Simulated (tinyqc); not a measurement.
## Level and width from two currents at zero temperature

Inverse problem. In a resonant-tunnelling diode at zero temperature a sharp resonance at Er = E0 - alpha V between the emitter band edge and Ef carries J = K (pi/2) G Tp (Ef - Er), K = q^3 mw m0/(2 pi^2 hbar^3) (times 1e-4 for A/cm^2 per eV^2), with G its full width and Tp its peak transmission, G Tp taken as constant, and no back flow. Find G Tp and E0.

Inputs (values chosen for the exercise); masses and offsets of a made-up heterostructure: mass in the well, spacer and contacts mw = 0.28 m0; Fermi energy of both contacts above their band edges Ef = 0.17 eV; share of the bias at the well alpha = 0.5.

Constants: q = 1.602176634e-19 C, hbar = 1.054571817e-34 J s, m0 = 9.1093837015e-31 kg. Results are converted to the units shown.

J at V = 0.17 and 0.42 V (kA/cm^2): [71.874565, 480.25277]

Solution. J is linear in V: the slope gives G Tp, and the onset V0, where the line meets zero, gives E0 = Ef + alpha V0.

G Tp = 0.459 meV
E0 = 0.233 eV

Computed by the program tinyqc: `OMP_NUM_THREADS=1 python tinyqc.py 2600043 2600044 out.jsonl`, one thread of a shared Intel Xeon 2.30GHz, about 0.1 s for the whole run.
